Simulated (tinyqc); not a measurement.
Bond length, ionicity and dielectric constant: Penn model of the dielectric constant and Phillips ionicity.

n = 32/a^3; Ep^2 = 8 pi c e2 n with c = hbar^2/2m0, e2 = e^2/(4 pi eps0); EF = c (3 pi^2 n)^(2/3); eps = 1 + (Ep/Eg)^2 S with S = 1 - Eg/(4 EF) + (Eg/(4 EF))^2/3, Eg the Penn gap. Core d shells are left out.

Phillips: bond length d = sqrt(3) a/4; homopolar gap Eh = 39.74 d^(-2.48) eV (d in angstrom); Eg^2 = Eh^2 + C^2; ionicity fi = C^2/Eg^2.

Constants: hbar^2/2m0 = 3.80998211 eV angstrom^2; e^2/(4 pi eps0) = 14.39964547 eV angstrom.

Each case gives a and C, chosen for the exercise.

Results:
```
case       a (angstrom)  C (eV)  Eh (eV)  Eg (eV)  Ep (eV)    eps     fi
near GaSb         6.096    2.08     3.58     4.14    13.96  11.22  0.252
near InSb         6.489    2.03     3.07     3.68    12.71  11.73  0.305
near Si           5.447    0.00     4.73     4.73    16.52  12.07  0.000
near GaN          4.483    7.16     7.67    10.49    22.13   4.84  0.466
near GaP          5.439    3.44     4.75     5.86    16.56   8.07  0.344
near SiC          4.371    4.18     8.17     9.17    22.99   6.56  0.208
```

eps runs from 4.84 (near GaN) to 12.07 (near Si). Eg varies by a factor 2.85 and Ep by 1.81; the order of eps is not simply the reverse order of Eg, since Ep varies too. Without the d-shell correction the model runs low for the heavier compounds.

Program tinyqc; command `OMP_NUM_THREADS=1 python tinyqc.py 1650776 1650777 out.jsonl`; about 0.01 s on one thread of a shared Intel(R) Xeon(R) Processor @ 2.30GHz.
